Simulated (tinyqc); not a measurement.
Plane-wave Kohn-Sham cycle with exchange-only LDA in a layered model solid, step by step. Computed by tinyqc, a small Python program that keeps every step. Settings: points = 16, plane-wave index or count = 2, electrons = 4, k points = 1, area = 25.0, mixing = 0.3, iteration cap = 58. Command: `OMP_NUM_THREADS=1 python tinyqc.py 22144 22145 out.jsonl` (the two numbers bound the seeds that draw the settings). One thread of a shared host (Intel(R) Xeon(R) Processor @ 2.60GHz), about 0.02 s of CPU time with the checks. Later iterations appear only in the table of the cycle.

## Iteration 1: potential

A solid whose potential varies along x alone (atomic units):
```
parameter                      value
period a                    7.400000
cross-section of the cell  25.000000
electrons per cell                 4
grid points                       16
plane waves -n..n, n               2
k points                           1
V1 in V1 cos(2 pi x/a)     -0.630000
V2 in V2 cos(4 pi x/a)     -0.200000
```

density at the start, on the grid x_j = j a/N (e/bohr^3): [0.02162162, 0.02162162, 0.02162162, 0.02162162, 0.02162162, 0.02162162, 0.02162162, 0.02162162, 0.02162162, 0.02162162, 0.02162162, 0.02162162, 0.02162162, 0.02162162, 0.02162162, 0.02162162]

V_H(G) = 4 pi rho(G)/G^2 for G != 0 (uniform background); v_x = -(3 rho/pi)^(1/3); V = V_ext + V_H + v_x; Fourier components f(G_m) = (1/N) sum_j f(x_j) exp(-i G_m x_j).

Potentials on the grid (hartree):
```
x             V_ext       V_H        v_x          V
0.000000  -0.830000  0.000000  -0.274338  -1.104338
0.462500  -0.723465  0.000000  -0.274338  -0.997804
0.925000  -0.445477  0.000000  -0.274338  -0.719816
1.387500  -0.099669  0.000000  -0.274338  -0.374008
1.850000   0.200000  0.000000  -0.274338  -0.074338
2.312500   0.382512  0.000000  -0.274338   0.108174
2.775000   0.445477  0.000000  -0.274338   0.171139
3.237500   0.440623  0.000000  -0.274338   0.166284
3.700000   0.430000  0.000000  -0.274338   0.155662
4.162500   0.440623  0.000000  -0.274338   0.166284
4.625000   0.445477  0.000000  -0.274338   0.171139
5.087500   0.382512  0.000000  -0.274338   0.108174
5.550000   0.200000  0.000000  -0.274338  -0.074338
6.012500  -0.099669  0.000000  -0.274338  -0.374008
6.475000  -0.445477  0.000000  -0.274338  -0.719816
6.937500  -0.723465  0.000000  -0.274338  -0.997804
```

V(G_m), m = 0, 1, 2, ... (hartree): [-0.274338, -0.315000, -0.100000, 0.000000, 0.000000]

## Iteration 1: Hamiltonian at one k

k = 0.000000 2 pi / a

H(m,m') = (k + G_m)^2/2 delta + V(G_m - G_m'), with V(-G) = V(G).

H (hartree), order -2, -1, +0, +1, +2:
```
[[1.167532, -0.315000, -0.100000, 0.000000, 0.000000],
 [-0.315000, 0.086129, -0.315000, -0.100000, 0.000000],
 [-0.100000, -0.315000, -0.274338, -0.315000, -0.100000],
 [0.000000, -0.100000, -0.315000, 0.086129, -0.315000],
 [0.000000, 0.000000, -0.100000, -0.315000, 1.167532]]
```

## Iteration 1: levels at that k

Diagonalise the Hermitian matrix.

eigenvalues (hartree): [-0.658984, 0.093724, 0.291407, 1.246899, 1.259937]

## Iteration 1: new density

Motion across x is left out: the lowest 2 band(s) hold two electrons at each of the k points (j + 1/2)/nk - 1/2. Residual R = rho(out) - rho(in); rho(new) = rho(in) + 0.3 R. rho(out) = 2/(a A nk) sum |psi|^2 with psi = sum c exp(i G x). Harris energy E = band energy - dV sum rho (V_H/2 + v_x) + (3/4) dV sum rho v_x with rho(in), dV = a A/N, band energy = (2/nk) sum of the filled levels.

rho(out) (e/bohr^3): [0.03797466, 0.03964552, 0.04068524, 0.03500061, 0.02303301, 0.01103063, 0.00367805, 0.00080972, 0.00020571, 0.00080972, 0.00367805, 0.01103063, 0.02303301, 0.03500061, 0.04068524, 0.03964552]

density after iteration 1 (e/bohr^3): [0.02652753, 0.02702879, 0.02734071, 0.02563532, 0.02204504, 0.01844432, 0.01623855, 0.01537805, 0.01519685, 0.01537805, 0.01623855, 0.01844432, 0.02204504, 0.02563532, 0.02734071, 0.02702879]

energy per cell = -0.85617970 hartree

## Iteration 2: potential

As before.

Potentials on the grid (hartree):
```
x             V_ext        V_H        v_x          V
0.000000  -0.830000   0.112918  -0.293690  -1.010772
0.462500  -0.723465   0.106196  -0.295528  -0.912798
0.925000  -0.445477   0.084972  -0.296661  -0.657166
1.387500  -0.099669   0.048855  -0.290360  -0.341174
1.850000   0.200000   0.002394  -0.276118  -0.073723
2.312500   0.382512  -0.045210  -0.260182   0.077119
2.775000   0.445477  -0.084606  -0.249367   0.111504
3.237500   0.440623  -0.109840  -0.244882   0.085900
3.700000   0.430000  -0.118438  -0.243917   0.067645
4.162500   0.440623  -0.109840  -0.244882   0.085900
4.625000   0.445477  -0.084606  -0.249367   0.111504
5.087500   0.382512  -0.045210  -0.260182   0.077119
5.550000   0.200000   0.002394  -0.276118  -0.073723
6.012500  -0.099669   0.048855  -0.290360  -0.341174
6.475000  -0.445477   0.084972  -0.296661  -0.657166
6.937500  -0.723465   0.106196  -0.295528  -0.912798
```

V(G_m), m = 0, 1, 2, ... (hartree): [-0.272738, -0.270686, -0.099479, 0.001074, 0.000047]

## Iteration 2: Hamiltonian at one k

k = 0.000000 2 pi / a

As before.

H (hartree), order -2, -1, +0, +1, +2:
```
[[1.169133, -0.270686, -0.099479, 0.001074, 0.000047],
 [-0.270686, 0.087730, -0.270686, -0.099479, 0.001074],
 [-0.099479, -0.270686, -0.272738, -0.270686, -0.099479],
 [0.001074, -0.099479, -0.270686, 0.087730, -0.270686],
 [0.000047, 0.001074, -0.099479, -0.270686, 1.169133]]
```

## Iteration 2: levels at that k

As before.

eigenvalues (hartree): [-0.589082, 0.117011, 0.243667, 1.230107, 1.239284]

## Iteration 2: new density

As before.

rho(out) (e/bohr^3): [0.03694198, 0.03848146, 0.03959244, 0.03470670, 0.02378695, 0.01219084, 0.00448809, 0.00110749, 0.00029603, 0.00110749, 0.00448809, 0.01219084, 0.02378695, 0.03470670, 0.03959244, 0.03848146]

density after iteration 2 (e/bohr^3): [0.02965187, 0.03046459, 0.03101623, 0.02835673, 0.02256761, 0.01656828, 0.01271341, 0.01109688, 0.01072660, 0.01109688, 0.01271341, 0.01656828, 0.02256761, 0.02835673, 0.03101623, 0.03046459]

energy per cell = -0.70368384 hartree

## Convergence

Stop when sqrt(dV sum R^2) is below 1e-8, dV = a A/N.

Course of the cycle:
```
iteration  E (hartree)  norm of the residual
1          -0.85617970              2.20e-01
2          -0.70368384              1.45e-01
3          -0.64004904              9.51e-02
4          -0.61467347              6.21e-02
5          -0.60499098              4.07e-02
6          -0.60148243              2.68e-02
7          -0.60030193              1.78e-02
8          -0.59995461              1.19e-02
9          -0.59988276              8.04e-03
10         -0.59988916              5.48e-03
11         -0.59990980              3.77e-03
...                ...                   ...
38         -0.59995391              2.89e-07
39         -0.59995391              2.04e-07
40         -0.59995391              1.44e-07
41         -0.59995391              1.01e-07
42         -0.59995391              7.13e-08
43         -0.59995391              5.03e-08
44         -0.59995391              3.54e-08
45         -0.59995391              2.50e-08
46         -0.59995391              1.76e-08
47         -0.59995391              1.24e-08
48         -0.59995391              8.74e-09
```

Converged in 48 iterations. Before convergence this energy mixes input and output and is not variational, so it may rise towards its limit.
